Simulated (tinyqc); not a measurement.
# MOSFET in the linear regime without short-channel effects, parameter extraction from computed curves, step by step

tinyqc, about 0.01 s, one thread, Intel Xeon 2.30GHz (shared host): `OMP_NUM_THREADS=1 python tinyqc.py 2210069 2210070 out.jsonl` Printed values are rounded.

Inversion charge Q = Cox n Vt W0(exp((Vg - VT)/(n Vt))), W0 the Lambert function and n = nf; u = Q/Cox; mobility mu = mu0/(1 + th1 u + th2 u^2); channel resistance Rch = (L - dL)/(W mu Q); Id = Vd/(Rch + Rsd/W). Cox = eps0 eox/tox. Small Vd, no channel-length or drain effects.

Values chosen for this exercise; channel values of the order met in silicon transistors:
- T = 300 K (temperature)
- eox = 25.5 (relative permittivity of the gate insulator (close to zirconium oxide))
- tox = 20 nm (insulator thickness)
- mu0 = 120 cm^2/(V s) (low-field mobility)
- th1 = 0.4 1/V (first mobility attenuation factor)
- th2 = 0 1/V^2 (second mobility attenuation factor)
- VT = 0.24 V (threshold voltage)
- nf = 1.33 (body factor)
- W = 0.5 um (gate width)
- L = 0.45 um (drawn gate length)
- dL = 0.018 um (drawn less effective length)
- Rsd = 340 ohm um (source plus drain resistance)
- Vd = 0.05 V (drain voltage)

Constants: q = 1.602176634e-19 C, kB = 1.380649e-23 J/K, Vt = kB T/q, eps0 = 8.8541878128e-14 F/cm where lengths are in cm. Results are converted to the units shown.

## Transfer curve

Vg, point 0 to 10 (V): -0.06  0.09  0.24  0.39  0.54  0.69  0.84  0.99  1.14  1.29  1.44

u, mu, Rch and Id as defined.

```
point       u (V)  mu (cm^2/(V s))  Rch (ohm)     Id (uA)
0      5.58429e-6          120.000  1.14211e9  4.37788e-5
1      4.32739e-4          119.979  1.47408e7  0.00339178
2       0.0195002          119.071  3.29617e5    0.151379
3        0.110012          114.942    60525.3    0.816922
4        0.234054          109.727    29800.6     1.64039
5        0.368452          104.586    19861.0     2.43416
6        0.507447          99.7524    15119.6     3.16463
7        0.648988          95.2687    12378.5     3.82892
8        0.792134          91.1263    10602.6     4.43160
9        0.936382          87.3011    9362.28     4.97895
10        1.08143          83.7654    8448.73     5.47721
```

## Threshold and mobility at the peak transconductance

gm_i = (Id_(i+1) - Id_(i-1))/(Vg_(i+1) - Vg_(i-1)); at the point j of largest gm the tangent meets the axis at V_ext = Vg_j - Id_j/gm_j; field-effect mobility gm_j L/(W Cox Vd) with the drawn L.

gm, point 1 to 9 (uS): 0.504451  2.71177  4.96336  5.39079  5.08081  4.64921  4.22324  3.83341  3.48536
j = 4
V_ext = 0.235706 V
field-effect mobility = 85.9540 cm^2/(V s)

V_ext is 4.3 mV below the model VT, and the mobility so found is 31 % below mu0 L/(L - dL) = 125 cm^2/(V s), the value for the drawn L; attenuation, series resistance and the slow approach of Q to a straight line all lower the peak gm.

## The Y function

Y_i = Id_i/sqrt(gm_i). For Id = beta Vd x/(1 + th x), x = Vg - VT, Y = sqrt(beta Vd) x whatever th. Slope s from points 6 and 9; VT_Y = Vg - Y/s at point 9; beta = s^2/Vd; mobility beta L/(W Cox) with the drawn L; th* = (beta Vd x/Id - 1)/x at point 9.

Y, point 1 to 9 (uA^0.5 V^0.5): 0.00477549  0.0919262  0.366685  0.706513  1.07990  1.46769  1.86317  2.26344  2.66694
s = 2.66501 uA^0.5 V^-0.5
VT_Y = 0.289275 V
beta = 142.045 uA/V^2
mobility from Y = 113.243 cm^2/(V s)
th* = 0.427185 1/V

The mobility from Y is 9.4 % below mu0 L/(L - dL) = 125 cm^2/(V s), which it should reach in deep inversion when th2 = 0. th* compares with th1 + mu0 Cox Rsd/(L - dL) = 0.507 1/V, since series resistance enters like th1.
